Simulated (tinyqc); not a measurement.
Hydrogen passivation of interface dangling bonds: competing passivation and dissociation with distributed barriers. Changing the hydrogen pressure p. Computed by tinyqc, a small Python program. Command: `OMP_NUM_THREADS=1 python tinyqc.py 3002957 3002958 out.jsonl passiv sweep`. One thread of a shared host (Intel(R) Xeon(R) Processor @ 2.30GHz), about 0.08 s of CPU time with the checks.

P_b + H2 gives P_bH + H at the rate k_f [H2]; P_bH gives P_b + H at the rate k_d. All defects start unpassivated. E_f and E_d are Gaussian and independent.

Inputs (values chosen for the exercise, close to those used for P_b centres at the silicon-oxide interface):

| quantity | value | unit |
|---|---|---|
| defect density N0 | 2.4e+12 | 1/cm^2 |
| passivation prefactor k_f0 | 6.4e-07 | cm^3/s |
| mean passivation barrier E_f | 1.55 | eV |
| spread sigma_f | 0.073 | eV |
| dissociation prefactor k_d0 | 4.4e+12 | 1/s |
| mean dissociation barrier E_d | 2.85 | eV |
| spread sigma_d | 0.058 | eV |
| H2 in the oxide per atm, solubility factor | 6.1e+17 | 1/(cm^3 atm) |
| anneal temperature T | 525 | C |
| anneal time t | 350 | s |
| oxide thickness | 2.9 | nm |

Constants: k_B = 8.617333262e-05 eV/K; e = 1.602176634e-19 C; eps_0 = 8.8541878128e-12 F/m.

Method:
- [H2] = solubility factor x p; a = k_f0 [H2] exp(-E_f/(k_B T)), d = k_d0 exp(-E_d/(k_B T)). For one pair of barriers the active share is y = [d + a exp(-(a + d) t)]/(a + d).
- Temperatures in kelvin are T(C) + 273.15.
- Average y over both Gaussians with 40 x 40 Gauss-Hermite points.
- Active density N0 y; threshold shift if each active defect holds one charge, e N0 y t_ox/(3.9 eps_0).
- Minimise the averaged y over T between 150 and 900 C: find where ln y is equal at T - 0.05 and T + 0.05 C; T is rounded to 0.1 C.

One run for each value:

| hydrogen pressure p (atm) | active share y | best temperature (C) | least active share |
|---|---|---|---|
| 0.003 | 3.9995e-04 | 553.4 | 1.2346e-04 |
| 0.009 | 2.8764e-05 | 532.3 | 2.6447e-05 |
| 0.03 | 5.8924e-06 | 510.0 | 4.8464e-06 |
| 0.09 | 1.9417e-06 | 490.3 | 1.0262e-06 |
| 0.3 | 5.8241e-07 | 469.6 | 1.8685e-07 |
| 0.9 | 1.9414e-07 | 451.6 | 3.9469e-08 |
| 3 | 5.8242e-08 | 432.8 | 7.1890e-09 |
| 9 | 1.9414e-08 | 416.5 | 1.5208e-09 |
| 30 | 5.8242e-09 | 399.4 | 2.7804e-10 |

Over the rows, active share y falls from 4.00e-4 to 5.82e-9 (exponent d ln y / d ln x -2.4 between the first rows and -1.00 between the last); best temperature (C) falls from 553 to 399 (exponent d ln y / d ln x about -0.035 throughout); least active share falls from 1.23e-4 to 2.78e-10 (exponent d ln y / d ln x about -1.4 throughout). At the high end the exponent of active share y is -1.00, close to -1: steady balance d/a. High pressure speeds passivation and shifts the balance, the reason for high-pressure anneals.

Caution (all rows): densities below a few 1e9 per cm^2 are formal: other defects set the floor in real interfaces. Caution (all rows): a least active share below 1e-3 is a property of the model; measured passivation levels off well above it. Caution (all rows): atomic hydrogen, which both passivates and depassivates, and further passivation during cooling are left out.

Extremes, crossings and ranges named in words are read from the listed rows.
